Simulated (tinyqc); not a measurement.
Out-diffusion of a doped substrate or buried layer into a growing epitaxial film: one step, computed by the program tinyqc.

x is counted from the original substrate surface into the film, whose surface moves as x = v t. Substrate dopant has one diffusivity; the dopant of the film is taken as uniform.

Question. Scales. D = D0 exp(-E/(k_B T)); growth time t = d/v; l = 2 sqrt(D t); growth number G = v t/l = d/l; 1 um = 1e-4 cm. Temperatures in kelvin are T(C) + 273.15.

Inputs (values chosen for the exercise, modelled on arsenic in silicon):
```
quantity,value,unit
prefactor D0,7.66,cm^2/s
activation energy E,3.99,eV
growth rate v,1.2,um/min
film thickness d,2.2,um
growth temperature T,1150,C
```

Film doping: opposite type.

Constants: k_B = 8.617333262e-05 eV/K.

Give: diffusivity D; growth time t; length l; growth number G.

Answer.

diffusivity D = 5.682e-14 cm^2/s

growth time t = 1.833 min

length l = 0.05000 um

growth number G = 44.00

The surface outruns diffusion, so the film acts as an infinite medium.
